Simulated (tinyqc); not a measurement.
# Trapped share and trap depth from dynamic on-resistance

Problem. Traps remove the share ft of the electrons in the drain access (length Ld, sheet resistance Rsh before stress), so Ron grows by Rsh Ld ft/(1 - ft). The recovery time goes as T^(-2) exp(q Ea/(kB T)). Find ft and Ea.

Values chosen for this exercise: drain access length Ld = 8 um.

Constants: q = 1.602176634e-19 C, kB = 1.380649e-23 J/K. Results are converted to the units shown.

Ron before and just after an off-state stress (ohm mm): [4.7487762, 6.9908116]
Rsh = 387.01802 ohm
recovery times at 340 and 370 K (s): [0.27, 0.069361831]

Answer. The rise of Ron over Rsh Ld is ft/(1 - ft); ln(t T^2) is linear in 1/T.

ft = 0.420
Ea = 0.430 eV

tinyqc, about 0.03 s, one thread, Intel Xeon 2.30GHz (shared host): `OMP_NUM_THREADS=1 python tinyqc.py 2570151 2570152 out.jsonl`
